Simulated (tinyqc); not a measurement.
Resonant-tunnelling diode, transfer matrices and Tsu-Esaki current: two steps of the calculation.

Emitter (band edge 0), barrier d1, well Lw, barrier d2, collector (edge -V). The bias drops linearly over these layers and none in the contacts; each layer is cut into ns equal slices, flat at the value of their centres. E is the energy of motion across the layers, C = hbar^2/(2 m0), psi and psi'/m are continuous. Transport is coherent, T(E) is taken as independent of the transverse momentum, and charge in the well is ignored.

Parameters, values chosen for the exercise; masses and offsets of a made-up heterostructure: mass in the well, spacer and contacts mw = 0.22 m0; slices in each layer ns = 4; bias of the collector V = 0.21 V; trial energy E = 0.11285 eV.

Constants: q = 1.602176634e-19 C, hbar = 1.054571817e-34 J s, m0 = 9.1093837015e-31 kg, hbar^2/(2 m0) = 0.0380998212 eV nm^2. Results are converted to the units shown.

Question 1. Running product of the slice matrices at the trial energy. For the pair (psi, psi'/m) a flat layer has M = [[cos kd, (m/k) sin kd], [-(k/m) sin kd, cos kd]] with k = sqrt(m (E - U)/C) above its edge U, and M = [[cosh Kd, (m/K) sinh Kd], [(K/m) sinh Kd, cosh Kd]] with K = sqrt(m (U - E)/C) below it. Later slices stand to the left. With M acting on (psi, psi'/m) and v = k/m in each lead, T(E) = 4 vL vR/[(vL vR M12 - M21)^2 + (vR M11 + vL M22)^2]. vL = sqrt(mw E/C)/mw, vR = sqrt(mw (E + V)/C)/mw.

```
slice       U (eV)  m (m0)  width (nm)
0       0.61361486    0.28       0.225
1       0.60084459    0.28       0.225
2       0.58807432    0.28       0.225
3       0.57530405    0.28       0.225
4      -0.06243243    0.22         0.4
5      -0.08513514    0.22         0.4
6      -0.10783784    0.22         0.4
7      -0.13054054    0.22         0.4
8       0.46959459    0.28         0.3
9       0.45256757    0.28         0.3
10      0.43554054    0.28         0.3
11      0.41851351    0.28         0.3
```

Wanted: Product after each layer; T(E).

Answer 1.

Product after each layer:
```
                M11  M12 (nm)  M21 (1/nm)     M22
barrier d1    2.841    0.3909       17.64   2.779
well          3.151    0.5027      -18.71  -2.667
barrier d2  0.07176    0.1922      -5.122  0.2144
```

T(E) = 0.9927

Question 2. Breit-Wigner parameters from a parabola through 1/T(E). Near a resonance 1/T(E) = (1/Tp) [1 + (2 (E - Er)/G)^2]. With y = 1/T(E) at E0 - h, E0, E0 + h: a = (y1 + y3 - 2 y2)/(2 h^2), b = (y3 - y1)/(2 h), Er = E0 - b/(2 a), 1/Tp = y2 - b^2/(4 a), G = 2 sqrt(1/(Tp a)), tau = hbar/G.

three energies (eV): 0.105582  0.113382  0.121182
T(E) at these energies: 0.46527055  0.97335938  0.38521373

Wanted: Er; Tp; G; tau.

Answer 2.

Er = 0.1127 eV
Tp = 0.9822
G = 13.57 meV
tau = 48.50 fs

The true maximum of T(E) lies at 0.11228 eV with height 1.000 and full width 13.21 meV; the fitted G is 2.7 % above that width.

tinyqc, about 0.3 s, one thread, Intel Xeon 2.30GHz (shared host): `OMP_NUM_THREADS=1 python tinyqc.py 2600111 2600112 out.jsonl`
